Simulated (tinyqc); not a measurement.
What moves the results: Shockley-Read-Hall recombination through one deep level. A value that a table varies takes the place of the one given here.

One level at Et with degeneracy 1: tn = 1/(sn vth Nt), tp = 1/(sp_ vth Nt), n1 = Nc exp((Et - Eg)/kT), p1 = Nv exp(-Et/kT), ni^2 = n1 p1. Equilibrium p0 = Nm, n0 = ni^2/Nm; n = n0 + dn, p = p0 + dn. U = (n p - ni^2)/(tp (n + n1) + tn (p + p1)), lifetime dn/U; emission rates en = sn vth n1, ep = sp_ vth p1.

Constants: kB = 8.617333262e-05 eV/K.

Parameters, chosen for this exercise (gap and densities of states near those of SiC at this temperature; the results hold for these values, not for the real material): E1 = 0.84 eV (level (+1/0) above Ev); E2 = 2.673 eV (level (0/-1) above Ev); gm = 2 (degeneracy of the middle state, the others 1); T = 400 K; Eg = 3.23 eV (gap); Nc = 2.83e+19 1/cm^3 (conduction-band density of states); Nv = 5.11e+19 1/cm^3 (valence-band density of states); Nd = -9.6e+15 1/cm^3 (ionised shallow donors minus acceptors); Et = 2.673 eV (recombination level above Ev); Nt = 6.4e+14 1/cm^3 (defects); sn = 2.6e-15 cm^2 (electron capture cross-section); sp_ = 1.1e-15 cm^2 (hole capture cross-section); vth = 16000000 cm/s (thermal velocity, both carriers); Nm = 6.3e+16 1/cm^3 (equilibrium holes for the lifetime steps); dn = 3.1e+13 1/cm^3 (excess pairs).

## Charge state against the Fermi level (deep level with several charge states)

Energies from Ev. The defect has charge states +1, 0, -1 with weights 1, gm exp((EF - E1)/kT), exp((2 EF - E1 - E2)/kT); the shares are the weights over their sum. Boltzmann carriers: n = Nc exp((EF - Eg)/kT), p = Nv exp(-EF/kT). Neutrality: p - n + Nd + Nt <q> = 0.

Shares:

| EF (eV) | +1 | 0 | -1 | <q> |
|---|---|---|---|---|
| 0.194 | 1.000 | 0.000 | 0.000 | 1.000 |
| 0.452 | 1.000 | 0.000 | 0.000 | 1.000 |
| 0.711 | 0.955 | 0.045 | 0.000 | 0.955 |
| 0.969 | 0.012 | 0.988 | 0.000 | 0.012 |
| 1.227 | 0.000 | 1.000 | 0.000 | 0.000 |
| 1.486 | 0.000 | 1.000 | 0.000 | 0.000 |
| 1.744 | 0.000 | 1.000 | 0.000 | 0.000 |
| 2.003 | 0.000 | 1.000 | 0.000 | 0.000 |
| 2.261 | 0.000 | 1.000 | 0.000 | 0.000 |
| 2.519 | 0.000 | 0.994 | 0.006 | -0.006 |
| 2.778 | 0.000 | 0.087 | 0.913 | -0.913 |
| 3.036 | 0.000 | 0.000 | 1.000 | -1.000 |

What can be read from the table?

Where the levels are several kT apart the middle state rules between about E1 - kT ln gm = 0.816 and E2 + kT ln gm = 2.697 eV; its largest share listed is 1.000. Each step spreads from 10 % to 90 % over 4.4 kT = 0.151 eV.

## Defects against doping (deep level with several charge states)

Nt takes the listed multiples of |Nd|; the resistivity uses mobilities of 1000 (electrons) and 300 (holes) cm^2/(V s), chosen for the exercise, and e = 1.602176634e-19 C.

Neutral state:

| Nt/\|Nd\| | EF (eV) | n (1/cm^3) | p (1/cm^3) | rho (ohm cm) |
|---|---|---|---|---|
| 0.01 | 0.2961 | 3.06e-18 | 9.50e+15 | 2.19 |
| 0.10 | 0.2994 | 3.37e-18 | 8.64e+15 | 2.41 |
| 0.30 | 0.3080 | 4.33e-18 | 6.72e+15 | 3.10 |
| 0.60 | 0.3273 | 7.58e-18 | 3.84e+15 | 5.42 |
| 0.90 | 0.3751 | 3.03e-17 | 9.60e+14 | 21.7 |
| 1.10 | 0.7367 | 1.09e-12 | 2.67e+10 | 7.80e+05 |
| 1.50 | 0.7922 | 5.46e-12 | 5.33e+09 | 3.90e+06 |
| 3.00 | 0.8400 | 2.18e-11 | 1.33e+09 | 1.56e+07 |
| 10.00 | 0.8918 | 9.82e-11 | 2.96e+08 | 7.02e+07 |

What does this show, and why?

EF goes from 0.296 to 0.892 eV and the resistivity from 2.19 to 7.02e+07 ohm cm, with a largest value of 7.02e+07. The largest move of EF, +0.362 eV, comes between Nt/|Nd| = 0.9 and 1.1; the levels lie at 0.84 and 2.673 eV. A defect can take up to one carrier of either sign, so the doping can be cancelled no earlier than Nt = |Nd|, there only if EF lies well beyond the level that takes the carriers and otherwise at larger Nt (mean charge +0.10 in the last row).

## Lifetime against injection

Recombination:

| dn (1/cm^3) | lifetime (microsecond) | U (1/(cm^3 s)) |
|---|---|---|
| 1.0e+11 | 0.03756 | 2.66e+18 |
| 1.0e+12 | 0.03757 | 2.66e+19 |
| 1.0e+13 | 0.03758 | 2.66e+20 |
| 1.0e+14 | 0.03770 | 2.65e+21 |
| 1.0e+15 | 0.03895 | 2.57e+22 |
| 1.0e+16 | 0.04972 | 2.01e+23 |
| 1.0e+17 | 0.09203 | 1.09e+24 |
| 1.0e+18 | 0.1211 | 8.26e+24 |

How do the results move?

The lifetime rises from 0.03756 to 0.1211 microsecond; tn + tp = 0.1263. At low injection it is tn (1 + p1/p0) + tp n1/p0 with n1/Nm = 4.3e-05 and p1/Nm = 1.7e-31: re-emission is negligible, so minority capture alone counts. Auger and radiative paths are left out; they cut in at the highest injections, and in a doped direct-gap crystal the radiative one counts at all injections. dn = dp neglects trapped charge, which matters where the traps hold a charge comparable with dn, at low injection and with very unequal cross sections.

## Where a level does most harm

Et takes the values listed; G = Nt en ep/(en + ep) in a depleted region; the lifetime is for dn = 1e11 1/cm^3.

Results:

| Et (eV) | lifetime (microsecond) | G (1/(cm^3 s)) |
|---|---|---|
| 0.194 | 0.147 | 4.22e-12 |
| 0.452 | 0.0376 | 7.51e-09 |
| 0.711 | 0.0376 | 1.38e-05 |
| 0.969 | 0.0376 | 0.0245 |
| 1.227 | 0.0376 | 43.7 |
| 1.486 | 0.0376 | 8.00e+04 |
| 1.744 | 0.0376 | 6.12e+04 |
| 2.003 | 0.0376 | 33.4 |
| 2.261 | 0.0376 | 0.0187 |
| 2.519 | 0.0376 | 1.05e-05 |
| 2.778 | 0.0376 | 5.74e-09 |
| 3.036 | 0.181 | 3.22e-12 |

What does this show?

Generation peaks where en = ep, at Eg/2 + (kT/2) ln(sp_ Nv/(sn Nc)) = 1.610 eV; the largest value listed is at 1.486 eV, and G falls by a decade for each 0.079 eV away from the peak. The lifetime is within a factor 2 of its minimum, 0.0376 microsecond, from 0.452 to 2.778 eV: recombination tolerates a wide range of Et, generation a narrow one.

## What moves lifetime and leakage

G = Nt en ep/(en + ep). Each row changes one parameter from the base and keeps the others.

Results:

| case | lifetime (microsecond) | G (1/(cm^3 s)) |
|---|---|---|
| base | 0.03761 | 1.21e-07 |
| Et = 2.713 eV | 0.03762 | 3.78e-08 |
| sn = 5.2e-15 cm^2 | 0.01883 | 1.21e-07 |
| sp_ = 2.2e-15 cm^2 | 0.03758 | 2.41e-07 |
| Nt = 3.2e+14 1/cm^3 | 0.07522 | 6.04e-08 |
| Nm = 1.89e+17 1/cm^3 | 0.03758 | 1.21e-07 |
| dn = 9.3e+13 1/cm^3 | 0.03769 | 1.21e-07 |

What does this show?

The largest shifts from the base row, up to three for each result and ties (the steps differ in size, so this ranks the rows, not the parameters). lifetime (microsecond): Nt +0.0376, sn -0.0188, dn +8.72e-05. G (1/(cm^3 s)): sp_ +1.21e-07, Et -8.29e-08, Nt -6.04e-08; unchanged at the printed digits by sn, Nm and dn.

(tinyqc, `OMP_NUM_THREADS=1 python tinyqc.py 1652277 1652278 out.jsonl`, Intel(R) Xeon(R) Processor @ 2.30GHz, 1 thread, shared host, about 0.01 s.)
